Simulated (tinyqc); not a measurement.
Inside a calculation. Model: bulk transistor, scale length and short-channel effects.

Computed by the program tinyqc: `OMP_NUM_THREADS=1 python tinyqc.py 2420112 2420113 out.jsonl`, one thread of a shared Intel Xeon 2.30GHz, about 0.01 s for the whole run. Printed values are rounded.

A gate, an insulator of thickness ti and a depleted layer of depth ts on a conducting body. Below threshold the potential that source and drain add obeys Laplace's equation and vanishes on the gate and at the bottom of the depleted layer. Its lowest mode decays along the channel as exp(-k y); k is the smallest positive root of the matching condition at the interface, and the scale length is Lambda = pi/k.

Parameters, values chosen for the exercise; permittivities: semiconductor close to that of silicon, insulator close to that of aluminium oxide:
- T = 300 K (temperature)
- eps_r = 11.7 (relative permittivity of the semiconductor)
- ei = 9.07 (relative permittivity of the insulator)
- ti = 3.6 nm (insulator thickness)
- ts = 19 nm (depletion depth)
- L = 31 nm (channel length)
- Vbi = 0.88 V (potential of the source)
- sT = 0.41 V (potential of the barrier top at threshold)
- VTL = 0.35 V (long-channel threshold)
- m = 1.24 (long-channel body factor)
- Vds = 0.6 V (drain voltage)

Constants: q = 1.602176634e-19 C, kB = 1.380649e-23 J/K, Vt = kB T/q. Results are converted to the units shown.

Range of the model: L is under 1.6 Lambda, where higher modes, left out of the one-mode potential, begin to count.

## Scan of the matching condition

k, point 0 to 7 (1/nm): [0.025, 0.05, 0.075, 0.1, 0.125, 0.15, 0.175, 0.2]

f(k) = eps_r sin(k ti) cos(k ts) + ei cos(k ti) sin(k ts).

f(k), point 0 to 7: [5.06643, 8.47690, 9.10205, 6.70027, 1.99980, -3.52505, -8.11402, -10.27434]

The first change of sign lies between k = 0.125 and 0.15 1/nm.

## Iteration 1: decay constant by Newton steps

k at the start = 0.15 1/nm

f(k) = eps_r sin(k ti) cos(k ts) + ei cos(k ti) sin(k ts); f' by a central difference with +/- 1e-5 1/nm; k(new) = k - f/f'.

f = -3.525053
f' = -213.8538 nm
k after iteration 1 = 0.1335165 1/nm

## Iteration 2: decay constant by Newton steps

As before.

f = 0.1225421
f' = -223.4479 nm
k after iteration 2 = 0.1340649 1/nm

## Course of the iteration: decay constant by Newton steps

Stop when k changes by less than 1e-10 1/nm, or after 30 iterations.

Course of the iteration:
```
iteration   k (1/nm)  |change| (1/nm)
1          0.1335165           0.0165
2          0.1340649          5.48e-4
3          0.1340647          2.42e-7
4          0.1340647         3.93e-14
```

Converged in 4 iterations. At the end the number of correct digits about doubles with each step.

## Scale length against simple estimates

k = 0.1340647 1/nm

Lambda = pi/k and l = 1/k. A parabolic potential across the structure gives l(parabolic) = sqrt((eps_r/ei) ts ti).

Lambda = 23.43341 nm
l = 7.459085 nm
l(parabolic) = 9.393282 nm

The parabolic estimate is 26 % above l.

## Threshold shift, barrier position and swing

Along the channel psi(y) = s + a exp(y/l) + b exp(-y/l) with psi(0) = Vbi, psi(L) = Vbi + Vds and l = 1/k = Lambda/pi; with A = Vbi - s, B = A + Vds, x = exp(-L/l): a = (B - A x) x/(1 - x^2), b = (A - B x)/(1 - x^2). The minimum is s + 2 sqrt(a b), at y = (l/2) ln(b/a). The long-channel potential follows the gate as s = sT + (Vg - VTL)/m, and the threshold VT is the gate voltage at which the minimum equals sT. Swing = m Vt ln 10/g at threshold, g = d(minimum)/ds = 1 - (b x + a)/((1 + x) sqrt(a b)).

s at threshold = 0.1740744 V
a = 0.02029553 V
b = 0.6856301 V
position of the minimum = 13.12776 nm
VT = 0.05745222 V
swing = 99.62163 mV/decade

The threshold lies 293 mV below the long-channel value, and the barrier top sits at 0.42 L from the source.
